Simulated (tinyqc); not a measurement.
Pariser-Parr-Pople SCF with singles CI, for the molecule ClC1=CC=C2C=CC=C12 (SMILES; centres numbered as the heavy atoms are written), step by step. One step of it, computed by the program tinyqc.

Problem. PPP integrals. Mataga-Nishimoto: gamma = 14.399645/(R + a), a = 2 x 14.399645/(gamma_rr + gamma_ss); H_rr = -W_r - sum_(s != r) z_s gamma_rs; H_rs = beta for bonds.

Centres (angstrom, eV; a flat drawing with bonds scaled to 1.40 angstrom):
```
centre          x          y  core charge z          W   gamma_rr
1Cl     -2.291000   1.416000              2  26.000000  13.000000
2C      -1.379000   0.355000              1  11.160000  11.130000
3C      -1.701000  -1.008000              1  11.160000  11.130000
4C      -0.505000  -1.735000              1  11.160000  11.130000
5C       0.556000  -0.823000              1  11.160000  11.130000
6C       1.952000  -0.709000              1  11.160000  11.130000
7C       2.274000   0.654000              1  11.160000  11.130000
8C       1.078000   1.381000              1  11.160000  11.130000
9C       0.017000   0.469000              1  11.160000  11.130000
```

Resonance integrals (eV):
```
i  j       beta
1  2  -1.590000
2  3  -2.390000
3  4  -2.390000
4  5  -2.390000
5  6  -2.390000
6  7  -2.390000
7  8  -2.390000
8  9  -2.390000
9  2  -2.390000
9  5  -2.390000
```

Give: repulsion gamma_rs; core matrix H.

Solution.

repulsion gamma_rs (eV):
```
         1Cl       2C       3C       4C       5C       6C       7C       8C
1Cl  13.0000   5.5541   3.9042   2.9903   2.9903   2.4246   2.4735   3.1560
2C    5.5541  11.1300   5.3445   4.0458   4.0458   3.0058   2.9037   3.6396
3C    3.9042   5.3445  11.1300   5.3463   4.0467   2.9037   2.5703   2.9040
4C    2.9903   4.0458   5.3463  11.1300   5.3473   3.6396   2.9040   3.0069
5C    2.9903   4.0458   4.0467   5.3473  11.1300   5.3443   4.0455   4.0463
6C    2.4246   3.0058   2.9037   3.6396   5.3443  11.1300   5.3445   4.0458
7C    2.4735   2.9037   2.5703   2.9040   4.0455   5.3445  11.1300   5.3463
8C    3.1560   3.6396   2.9040   3.0069   4.0463   4.0458   5.3463  11.1300
9C    3.9042   5.3443   4.0455   4.0463   5.3457   4.0458   4.0467   5.3473

          9C
1Cl   3.9042
2C    5.3443
3C    4.0455
4C    4.0463
5C    5.3457
6C    4.0458
7C    4.0467
8C    5.3473
9C   11.1300
```

core matrix H (eV):
```
          1Cl        2C        3C        4C        5C        6C        7C        8C
1Cl  -53.3971   -1.5900    0.0000    0.0000    0.0000    0.0000    0.0000    0.0000
2C    -1.5900  -50.5978   -2.3900    0.0000    0.0000    0.0000    0.0000    0.0000
3C     0.0000   -2.3900  -46.1295   -2.3900    0.0000    0.0000    0.0000    0.0000
4C     0.0000    0.0000   -2.3900  -45.4769   -2.3900    0.0000    0.0000    0.0000
5C     0.0000    0.0000    0.0000   -2.3900  -49.3622   -2.3900    0.0000    0.0000
6C     0.0000    0.0000    0.0000    0.0000   -2.3900  -44.3388   -2.3900    0.0000
7C     0.0000    0.0000    0.0000    0.0000    0.0000   -2.3900  -43.2681   -2.3900
8C     0.0000    0.0000    0.0000    0.0000    0.0000    0.0000   -2.3900  -45.8082
9C     0.0000   -2.3900    0.0000    0.0000   -2.3900    0.0000    0.0000   -2.3900

           9C
1Cl    0.0000
2C    -2.3900
3C     0.0000
4C     0.0000
5C    -2.3900
6C     0.0000
7C     0.0000
8C    -2.3900
9C   -51.1901
```
